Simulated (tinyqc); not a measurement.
# Trap density and cross-section from triangular pulses

Problem. In charge pumping, for a flat interface trap density D0 and a symmetric triangular wave, Qcp = -2 q A D0 Vt ln[vth s ni (dV/Va)/(2 f)], with s the geometric mean cross-section. Find D0, the frequency f0 where the line meets zero, and s.

Parameters, values chosen for the exercise:
- T = 300 K (temperature)
- A = 3.5 um^2 (gate area)
- vth = 1.7e7 cm/s (thermal velocity at 300 K, one nominal value for electrons and holes)
- dV = 1.02 V (Vth - Vfb)
- Va = 2.9 V (pulse height)

Constants: q = 1.602176634e-19 C, kB = 1.380649e-23 J/K, Vt = kB T/q. Results are converted to the units shown.

Qcp at f = 50000 and 1e6 Hz (fC): [0.039140803, 0.053037947]
ni = 8.6700767e9 cm^-3

Solution. Qcp is linear in ln f: the slope gives D0 and the zero gives s = 2 f0 Va/(vth ni dV).

D0 = 1.600e10 cm^-2 eV^-1
f0 = 10.83 Hz
s = 4.179e-16 cm^2

Numbers from tinyqc (`OMP_NUM_THREADS=1 python tinyqc.py 2030135 2030136 out.jsonl`; about 0.01 s on one thread of a shared Intel Xeon 2.30GHz).
